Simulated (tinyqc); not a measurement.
Comparisons within one model: Gamma, L and X subbands of a thin body with non-parabolic valleys. A value that a table varies takes the place of the one given here.

Hard walls, flat band, c = hbar^2/2m0, energies from the bulk Gamma edge. For a valley at angle theta to the normal 1/m_z = cos^2/ml + sin^2/mt and m_d = sqrt(ml mt^2/m_z). Subband n starts at E_v + e with e (1 + a e) = c (n pi/t)^2/m_z, and its density-of-states mass is taken as m_d (1 + 2 a e), without further growth at higher in-plane energy. Groups are named by valley and degeneracy.

n_i = g m/(2 pi c) kB T ln(1 + exp((EF - E_i)/kB T)), sum n_i = Ns (1e12/cm^2 = 1e-4/angstrom^2), c = hbar^2/2m0. Quantum capacitance Cq = 1602.176634 sum g m/(2 pi c) f_i in microfarad/cm^2 with f_i = 1/(1 + exp((E_i - EF)/kB T)); Cox = 34.5313/eot (one gate); C/Cox = Cq/(Cq + Cox), the centroid term left out.

Constants: hbar^2/2m0 = 3.80998211 eV angstrom^2; kB = 8.617333262e-05 eV/K.

Parameters, chosen for this exercise (near those of a thin GaAs channel; shifted at random, so the results belong to these values and not to a real crystal): face = 111 (surface); mG = 0.0677 m0 (Gamma mass); aG = 0.57 1/eV (Gamma non-parabolicity); EL = 0.292 eV (L edge above Gamma); mL = (1.967, 0.074) m0 (L valleys (four, along <111>): ml, mt); EX = 0.481 eV (X edge above Gamma); mX = (1.266, 0.236) m0 (X valleys (three, along <100>): ml, mt); aS = 0.47 1/eV (non-parabolicity of L and X); Ns = 5.3 x 1e12/cm^2 (sheet density); T = 300 K (temperature); eot = 7 angstrom (equivalent oxide thickness); ts = (18, 24, 30, 40, 55, 75, 110) angstrom (thicknesses); t = 52 angstrom (body thickness); Nl = (0.5, 1, 2, 4, 7, 11, 16) x 1e12/cm^2 (sheet densities).

## Thinning the body

Lowest edge of each valley type, the lowest group, the Gamma share and C/Cox, with n = 1 to 8 of all groups.

Results:
```
t (angstrom),Gamma (eV),L (eV),X (eV),lowest,Gamma share (%),C/Cox
18,1.066,0.349,0.794,L1,0.0,0.607
24,0.692,0.325,0.666,L1,0.0,0.657
30,0.484,0.313,0.603,L1,1.7,0.690
40,0.297,0.304,0.551,G1,44.9,0.749
55,0.168,0.298,0.519,G1,81.1,0.678
75,0.094,0.295,0.501,G1,92.4,0.608
110,0.045,0.294,0.491,G1,98.2,0.645
```

What does this show?

From 110 down to 18 angstrom Gamma rises by 1.02 eV, L by 0.06 and X by 0.30 eV, the light Gamma mass moving most. The lowest group changes from G1 to L1 between 40 and 30 angstrom. The Gamma share goes from 98 % to 0 %. C/Cox is 0.65 and 0.61 at the ends and lies between 0.61 and 0.75. Hard walls overstate the rise in the thinnest rows.

## Raising the sheet density

Fixed thickness, n = 1 to 8 of all groups; the gate overdrive above the lowest edge is (EF - E_lowest)/e + 0.1602177 Ns/Cox in volts.

Results:
```
Ns (1e12/cm^2),EF - lowest (eV),Gamma share (%),Cq,C/Cox,overdrive (V)
0.5,-0.008,97.6,2.40,0.327,0.008
1.0,0.018,96.7,3.85,0.438,0.050
2.0,0.052,94.1,5.55,0.529,0.117
4.0,0.098,84.4,8.69,0.638,0.228
7.0,0.140,68.8,14.45,0.746,0.368
11.0,0.176,54.9,21.60,0.814,0.534
16.0,0.207,44.3,31.60,0.865,0.727
```

How do the results move?

The lowest subband is G1 n=1. At the highest density band filling takes 0.207 V of the 0.727 V overdrive. Cq grows from 2.4 to 31.6 microfarad/cm^2, helped by heavier valleys that begin to fill: the Gamma share falls from 98 % to 44 %.

## What each parameter does

n = 1 to 8 of all groups. Each row changes one parameter from the base and keeps the others.

Results:
```
case,lowest edge (eV),EF (eV),Gamma share (%),C/Cox
base,0.186,0.305,77.1,0.694
t = 46 angstrom,0.232,0.328,65.0,0.725
mG = 0.0779 m0,0.163,0.284,88.1,0.658
aG = 0.4 1/eV,0.191,0.310,73.4,0.703
EL = 0.242 eV,0.186,0.276,58.9,0.743
Ns = 7.95 x 1e12/cm^2,0.186,0.336,64.8,0.766
eot = 5 angstrom,0.186,0.305,77.1,0.619
T = 250 K,0.186,0.309,79.8,0.695
```

How do the results move?

The largest shifts from the base row, up to three for each result and ties (the steps differ in size, so this ranks the rows, not the parameters). lowest edge (eV): t +0.046, mG -0.022, aG +0.005; unchanged at the printed digits by EL, Ns, eot and T. EF (eV): Ns +0.031, EL -0.029, t +0.023; unchanged at the printed digits by eot. Gamma share (%): EL -18.2, Ns -12.3, t -12.1; unchanged at the printed digits by eot. C/Cox: eot -0.076, Ns +0.072, EL +0.049.

Program tinyqc; command `OMP_NUM_THREADS=1 python tinyqc.py 1250528 1250529 out.jsonl`; about 0.03 s on one thread of a shared Intel(R) Xeon(R) Processor @ 2.30GHz.
